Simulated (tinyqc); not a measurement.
# Bandgap voltage reference from two bipolar transistors, step by step

tinyqc, about 0.02 s, one thread, Intel Xeon 2.30GHz (shared host): `OMP_NUM_THREADS=1 python tinyqc.py 2062092 2062093 out.jsonl` Printed values are rounded.

Two transistors of area 1 and N carry the same current I. Is(T) = Is (T/T0)^eta exp[(Vg0 q/kB)(1/T0 - 1/T)], VBE1 = Vt ln(I/Is(T)) + I rb, VBE2 = Vt ln(I/(N Is(T))) + I rb/N. The amplifier forces I R1(T) = VBE1 - VBE2 + Vos, with R(T) = R (1 + tc (T - T0)) for both resistors, and the output is Vref = VBE1 + I R2(T). Base currents and the Early effect are neglected.

Parameters, values chosen for the exercise; values of the order met in silicon bipolar transistors: reference temperature T0 = 298 K; band-gap voltage extrapolated to 0 K Vg0 = 1.143 V; temperature exponent of the saturation current eta = 3.4; saturation current of the unit transistor at T0 Is = 1e-16 A; area ratio of the second transistor N = 8; resistor across which the difference of VBE falls, at T0 R1 = 6.1 kohm; temperature coefficient of both resistors tc = 1600 ppm/K; offset of the amplifier Vos = 0 mV; series resistance of the unit transistor rb = 0 ohm; output resistor at T0 R2 = 63.15 kohm; temperature T = 253 K.

Constants: q = 1.602176634e-19 C, kB = 1.380649e-23 J/K. Results are converted to the units shown.

## Operating point at the reference temperature

Vt = kB T/q; I = (Vt ln N + Vos)/(R1(T) - rb (1 - 1/N)). Evaluate at T = T0.

Vt = 0.0256797 V
I = 8.75399 uA
Is(T) = 1e-16 A
VBE1 = 0.647008 V
I R2 = 0.552814 V
Vref = 1.19982 V

## Operating point at another temperature

Vt = kB T/q; I = (Vt ln N + Vos)/(R1(T) - rb (1 - 1/N)).

Vt = 0.0218019 V
I = 8.00871 uA
Is(T) = 2.08957e-20 A
VBE1 = 0.732101 V
I R2 = 0.469336 V
Vref = 1.20144 V

From T0 to T, VBE1 changes by 85.1 mV and I R2 by -83.5 mV, which leaves 1.61 mV in Vref.

## Resistor for zero slope at T0, ideal case

With tc = 0, Vos = 0 and rb = 0 the current is proportional to T, dVBE/dT = (VBE - Vg0 - (eta - 1) Vt)/T, and Vref has zero slope at T0 when Vref = Vg0 + (eta - 1) Vt0. Find VBE1, its slope, that Vref, R2/R1 and the curvature d2Vref/dT2 = -(eta - 1) kB/(q T0).

VBE1 = 0.647008 V
dVBE/dT = -1.87122 mV/K
Vref = 1.20463 V
R2/R1 = 10.4425
curvature = -0.694013 uV/K^2
